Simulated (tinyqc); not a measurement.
Inside a calculation. Method: plane-wave Kohn-Sham cycle with exchange-only LDA in a layered model solid. One step of it, computed by the program tinyqc.

Question. Iteration 2: Hamiltonian at one k. H(m,m') = (k + G_m)^2/2 delta + V(G_m - G_m'), with V(-G) = V(G).

A solid whose potential varies along x alone (atomic units):
```
parameter,value
period a,8.700000
cross-section of the cell,38.000000
electrons per cell,2
grid points,16
"plane waves -n..n, n",2
k points,2
V1 in V1 cos(2 pi x/a),-0.420000
V2 in V2 cos(4 pi x/a),0.010000
```

V(G_m), m = 0, 1, 2, ... (hartree): -0.163882  -0.163005  0.005797  0.001365  0.000122

k = 0.250000 2 pi / a

Give: H.

Answer.

H (hartree):
```
,-2,-1,+0,+1,+2
-2,0.6348,-0.1630,0.0058,0.0014,0.0001
-1,-0.1630,-0.0172,-0.1630,0.0058,0.0014
+0,0.0058,-0.1630,-0.1476,-0.1630,0.0058
+1,0.0014,0.0058,-0.1630,0.2436,-0.1630
+2,0.0001,0.0014,0.0058,-0.1630,1.1564
```
